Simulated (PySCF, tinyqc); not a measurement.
Ways to converge the cycle: SCF convergence aids in the sto-6g basis, for BeH+, spin multiplicity 1. Computed by the program tinyqc with PySCF. RHF with one setting changed at a time; a run stops when the energy changes by less than 1e-09 hartree and the error matrix is below 1e-5. The start is the Wolfsberg-Helmholz matrix. Damping d keeps d of the old density; a shift (hartree) raises the virtual levels; DIIS n extrapolates F over n matrices.

Geometry (angstrom):
```
atom       x       y       z
Be    0.0000  0.0000  0.0000
H     0.0000  0.0000  2.4760
```

lowest restricted solution found by these runs and by PySCF = -14.665448 hartree

Largest element of the error matrix X^T (FDS - SDF) X:
```
iteration    plain  damping 0.3  damping 0.6  shift 0.4   DIIS 3   DIIS 8
1          2.7e-01      2.7e-01      2.7e-01    2.7e-01  2.7e-01  2.7e-01
2          1.1e-01      8.1e-02      1.5e-01    1.4e-01  1.1e-01  1.1e-01
3          7.8e-02      6.7e-02      8.5e-02    7.2e-02  7.4e-02  7.4e-02
4          5.5e-02      6.9e-02      6.3e-02    7.2e-02  6.2e-02  6.2e-02
5          3.1e-02      6.1e-02      6.5e-02    7.3e-02  3.6e-02  4.6e-02
6          1.5e-02      4.7e-02      6.6e-02    7.3e-02  3.5e-02  5.0e-02
8          2.7e-03      2.1e-02      6.0e-02    6.6e-02  1.6e-05  7.7e-04
10         4.8e-04      8.1e-03      4.7e-02    4.9e-02        -  4.8e-05
14         1.5e-05      1.0e-03      2.1e-02    1.7e-02        -        -
20               -      4.5e-05      4.8e-03    2.2e-03        -        -
30               -            -      3.5e-04    6.1e-05        -        -
45               -            -      6.5e-06          -        -        -
```

How each run ends:
```
run          iterations  E (hartree)         state
plain                15   -14.665448  lowest found
damping 0.3          24   -14.665448  lowest found
damping 0.6          46   -14.665448  lowest found
shift 0.4            36   -14.665448  lowest found
DIIS 3                9   -14.665448  lowest found
DIIS 8               12   -14.665448  lowest found
```

What does the comparison show, and why?

6 of 6 runs reach the lowest restricted solution found, in 9 to 46 iterations (fastest: DIIS 3). Plain steps already contract here, so damping only slows them. DIIS 3 and DIIS 8 gain by cancelling the error over several earlier matrices, much as a quasi-Newton step does. The restricted reference is unstable here: a spin-polarised solution lies 0.0706 hartree lower (PySCF), so results built on it describe a poor reference.
